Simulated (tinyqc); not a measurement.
Potential step from the flux.

Inverse problem. On one interval J = (q mu Vt/hx) [nb B(d) - na B(-d)], B(d) = d/(exp(d) - 1), d = (psi_b - psi_a)/Vt. Find psi_b - psi_a, and the step at which J would vanish.

Inputs (values chosen for the exercise): temperature T = 350 K; electron mobility mu = 29700 cm^2/(V s); density at the left node na = 5.1e13 cm^-3; density at the right node nb = 1.4e15 cm^-3; node spacing hx = 20 nm.

Constants: q = 1.602176634e-19 C, kB = 1.380649e-23 J/K, Vt = kB T/q. Results are converted to the units shown.

J = 3.0338119e5 A/cm^2

Answer. B(d) falls and B(-d) rises with d, so J falls steadily with the step and one value matches. J = 0 needs nb/na = exp(d), the Boltzmann ratio.

psi_b - psi_a = -0.0860 V
step for J = 0 = 0.0999 V

tinyqc, about 0.01 s, one thread, Intel Xeon 2.30GHz (shared host): `OMP_NUM_THREADS=1 python tinyqc.py 2220067 2220068 out.jsonl`
